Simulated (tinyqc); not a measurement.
Changing the spin speed f: spin coating of a resist or spin-on film: centrifugal thinning, evaporation and the final thickness (Emslie and Meyerhofer models). Computed by tinyqc, a small Python program. Command: `OMP_NUM_THREADS=1 python tinyqc.py 3111644 3111645 out.jsonl spincoat sweep`. One thread of a shared host (Intel(R) Xeon(R) Processor @ 2.30GHz), about 0.2 s of CPU time with the checks.

A Newtonian film stays uniform over the wafer; solvent and solids have the same density and the concentration is uniform through the thickness.

Inputs (values chosen for the exercise, of the order of those of a polymer resist in an ester solvent): solids volume fraction c0 = 0.19; kinematic viscosity of the solvent nu_s = 2.3 mm^2/s; viscosity constant k = 320 mm^2/s; viscosity exponent gamma = 2.1; evaporation rate at 1000 rpm e0 = 0.087 micrometre/s; starting thickness h0 = 700 micrometre; wafer radius R = 100 mm; shrinkage in the bake = 3.9 %.

Method:
- omega = 2 pi f/60; nu(c) = nu_s + k c^gamma; evaporation rate e = e0 sqrt(f/1000 rpm).
- Flow constant K = 2 omega^2/(3 nu(c0)); Reynolds number of the air omega R^2/nu_air with nu_air = 15 mm^2/s.
- Full model for solids s and liquid l per area, h = s + l, c = s/h: ds/dt = -c Q, dl/dt = -(1 - c) Q - e, Q = 2 omega^2 h^3/(3 nu(c)); integrated adaptively (relative tolerance 1e-9) until l = 0.
- Dry film = s at l = 0, before the bake; film after the bake = s x (1 - shrinkage).

One run for each value:
```
spin speed f (rpm)  dry film (nm)  time to dry (s)  Reynolds number of the air
400                        1842.0           166.85                  2.7925e+04
610                        1491.6           109.41                  4.2586e+04
940                        1201.6            71.00                  6.5624e+04
1400                        984.6            47.67                  9.7738e+04
2200                        785.4            30.34                  1.5359e+05
3400                        631.8            19.63                  2.3736e+05
5200                        510.9            12.84                  3.6303e+05
8000                        411.9             8.34                  5.5851e+05
```

Describe and explain the trends.

Over the rows, dry film (nm) falls from 1840 to 412 (exponent d ln y / d ln x about -0.50 throughout); time to dry (s) falls from 167 to 8.34 (exponent d ln y / d ln x about -1.00 throughout); Reynolds number of the air rises from 27900 to 559000 (exponent d ln y / d ln x about 1.0 throughout). The exponent of dry film stays at -0.50: (e/omega^2)^(1/3) with e as sqrt(f).

Caution (rows 5200, 8000): above a Reynolds number of about 3e5 the air flow near the rim turns turbulent, and evaporation is no longer uniform.
